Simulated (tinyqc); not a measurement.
Epitaxial growth on a vicinal surface: Burton-Cabrera-Frank step flow, step-edge barrier and island nucleation: one step, computed by the program tinyqc.

Adatoms land at rate F, hop on a square grid (a simplification for hexagonal faces), desorb, or join steps. Lengths are in units of a and n is the adatom coverage. Steps ascend at x = 0 and descend at x = l.

Task: Step flow or islands. Island density on a flat surface without desorption: N = 0.25 (F/D)^(i/(i+2)) exp(E_i/((i+2) k_B T)) per site, with E_i = 0 for i = 1; spacing l_n = N^(-1/2). Step flow needs an effective width l_eff = 2 x(peak) below l_n. Temperatures in kelvin are T(C) + 273.15.

Inputs (values chosen for the exercise, close to those used for Si(001)): deposition rate F = 0.22 layers/s; temperature T = 550 C; critical nucleus size i = 3; binding energy of the critical nucleus E_i = 0.62 eV.

D = 1.980868e+08 a^2/s

position of the peak = 1.930979 a

Constants: k_B = 8.617333262e-05 eV/K.

Give: island density N on a flat surface; island spacing l_n; ratio l_eff/l_n.

Result:

island density N on a flat surface = 6.088e-06 per site

island spacing l_n = 405.3 a

ratio l_eff/l_n = 0.009529

Steps capture adatoms before they meet: step flow. Caution: terraces under ten sites wide are at the edge of a continuum description. Caution: the prefactor 0.25 and the criterion are estimates, good to a factor of about two in length.
